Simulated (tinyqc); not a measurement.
Deformation-potential model of the Delta valleys of a conduction band, step by step. Values are carried at full precision from step to step, so a last printed digit may differ when a step is redone from the rounded ones.

s11 = (C11 + C12)/((C11 - C12)(C11 + 2 C12)), s12 = -C12/((C11 - C12)(C11 + 2 C12)), s44 = 1/C44; exx = s11 sxx + s12 (syy + szz) and cyclic, exy = s44 sxy/2; tension is positive. A uniaxial stress X along the unit vector n is s_ij = X n_i n_j.

Constants: kB = 8.617333262e-05 eV/K; hbar^2/2m0 = 3.80998211 eV angstrom^2.

Values chosen for the exercise (near those of Si; shifted at random, so the results belong to these values and not to a real crystal):
```
symbol  value           unit  meaning
C11     175             GPa
C12     62.5            GPa
C44     80.3            GPa
load    uniaxial [100]        kind of stress
X       1.77            GPa   stress
Xd      1.11            eV    dilation potential
Xu      9.68            eV    uniaxial potential
T       300             K     temperature
ml      0.948           m0    longitudinal mass
mt      0.197           m0    transverse mass
```

## Strain from a uniaxial [100] stress

Form the compliances and the strain.

s11, s12, s44 (1/TPa): [7.0370, -1.8519, 12.4533]

strain tensor, rows x, y, z and columns alike:
```
[[0.012456, 0.000000, 0.000000],
 [0.000000, -0.003278, 0.000000],
 [0.000000, 0.000000, -0.003278]]
```

## Valley shifts

Valleys with axes along x, y and z, each a pair at +k and -k. Herring-Vogt shift of a valley with unit axis a: dE = Xd tr(e) + Xu a.e.a. Non-degenerate shares n_i = exp(-dE_i/kT)/sum_j exp(-dE_j/kT). Inverse mass tensor of a valley: (1 - a a)/mt + a a/ml; the masses are taken as independent of strain.

Apply the Herring-Vogt formula to each valley.

Xd tr(e) = 6.55 meV

a.e.a: x 0.012456, y -0.003278, z -0.003278

shifts dE (meV): x 127.12, y -25.18, z -25.18

The lowest valleys are y and z, 152.3 meV below the highest; the mean shift over all valleys is (Xd + Xu/3) tr(e) = 25.59 meV.

## Shares of the electrons

Boltzmann factors of the shifts.

kT = 25.852 meV

shares: x 0.0014, y 0.4993, z 0.4993

effective number of valley axes, 1/(largest share) = 2.003

## Conductivity mass tensor

With one scattering time for all valleys the conductivity goes as M = sum_i n_i (inverse mass tensor of valley i); along the unit vector u, 1/m_c = u.M.u. Without stress 1/m_c = (1/ml + 2/mt)/3. Take u along [110].

M (1/m0), rows x, y, z and columns alike:
```
[[5.071, 0.000, 0.000],
 [0.000, 3.068, 0.000],
 [0.000, 0.000, 3.068]]
```

m_c along [110] = 0.2457 m0
m_c without stress = 0.2677 m0

The repopulation alone changes the mobility along [110] by +8.9 %; with all electrons in the valleys lightest or heaviest along this direction it would change by +36 or -18 %.

## Effective density of states

Each of the 6 whole valleys has m_d = (ml mt^2)^(1/3) and N = 2 (m_d kT/(4 pi c))^(3/2), c = hbar^2/2m0. Counted from the lowest edge, Nc = N x 2 x sum_i exp(-(dE_i - dE_min)/kT). 1 angstrom^-3 = 1e24 cm^-3.

m_d = 0.3326 m0
N of one valley = 4.813e+18 cm^-3
Nc under stress = 1.928e+19 cm^-3
Nc without stress = 2.888e+19 cm^-3

## Piezoresistance from repopulation

For small stress d(rho)/rho = pi X. For valleys on the cube axes pi11 = -(2/3) Xu (s11 - s12)/kT x (K - 1)/(2K + 1), pi12 = -pi11/2, pi44 = 0, K = ml/mt. For stress along [110]: pi_l = (pi11 + pi12 + pi44)/2 with the current along it and pi_t = (pi11 + pi12 - pi44)/2 with the current along [1-10]. 1/GPa = 100 x 1e-11/Pa.

K = 4.812

pi11, pi12, pi44 (1e-11/Pa): [-79.6, 39.8, 0.0]

pi_l, pi_t for [110] (1e-11/Pa): [-19.9, -19.9]

Only the transfer between valleys is counted; changes of mass and of intervalley scattering add to it in a real crystal.

## Checks

- Conductivity mass at zero stress against 3/(1/ml + 2/mt): both 0.2676866.
- Piezoresistance coefficients by finite differences against the closed form: largest difference 1.2e-08.

Computed by tinyqc, a small Python program: `OMP_NUM_THREADS=1 python tinyqc.py 1080995 1080996 out.jsonl` (the numbers bound the seed that draws the inputs); one thread of a shared host (Intel(R) Xeon(R) Processor @ 2.30GHz), about 0.02 s for the whole set of steps.
